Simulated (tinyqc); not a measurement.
## Van der Pauw, Hall and four-point-probe measurements on a doped layer: correction factor against the shape of the sample

A uniform p-type layer with sheet resistance Rs = 1/(q ns mu), point contacts, low field (mu B small).

Rs = 1/(q ns mu). For a rectangle with contacts at the corners, RA = (8 Rs/pi) sum_(k>=0) ln coth((2k + 1) pi a/(2 b)) with current along a short side b and voltage along the opposite one, RB the same with a and b exchanged. ar = a/b. F = Rs/[(pi/ln 2)(RA + RB)/2]; small-asymmetry estimate 1 - (ln 2/2) d^2 - ((ln 2)^2/4 - (ln 2)^3/12) d^4 with d = (RB - RA)/(RB + RA).

Inputs (values chosen for the exercise):
```
symbol   value        unit                     meaning
ns      3.3e12       cm^-2  sheet density of the layer
mu          25  cm^2/(V s)              drift mobility
```

Constants: q = 1.602176634e-19 C. Results are converted to the units shown.

Result of one run:

| RA (ohm) | RB (ohm) | RB/RA | F | estimate of F |
|---|---|---|---|---|
| 77.330 | 1.3829e5 | 1788.4 | 0.24126 | 0.56225 |

Which side ratio a/b of a rectangular sample with corner contacts ar gave this result: 1.34, 1.69, 2.71 or 3.4?

ar = 2.71.

The whole series:

| ar | RA (ohm) | RB (ohm) | RB/RA | F | estimate of F |
|---|---|---|---|---|---|
| 1 | 16692 | 16692 | 1.0000 | 1.0000 | 1.0000 |
| 1.34 | 5723.6 | 37407 | 6.5355 | 0.77403 | 0.78609 |
| 1.69 | 1905.6 | 62034 | 32.554 | 0.52212 | 0.62128 |
| 2.03 | 654.82 | 87137 | 133.07 | 0.38027 | 0.57672 |
| 2.37 | 225.03 | 1.1265e5 | 500.59 | 0.29577 | 0.56529 |
| 2.71 | 77.330 | 1.3829e5 | 1788.4 | 0.24126 | 0.56225 |
| 3.06 | 25.752 | 1.6475e5 | 6397.4 | 0.20261 | 0.56140 |
| 3.4 | 8.8497 | 1.9046e5 | 21522 | 0.17527 | 0.56116 |

RB/RA rises from 1.00 to 21500 and F falls from 1.00 to 0.175. The estimate is 19 % above F at a/b = 1.69 and 3.20 times it in the last row. RA shrinks about as exp(-pi a/b): by a factor of 2.91 between the last two rows, against 2.91.

tinyqc, about 0.04 s, one thread, Intel Xeon 2.30GHz (shared host): `OMP_NUM_THREADS=1 python tinyqc.py 2850126 2850127 out.jsonl`
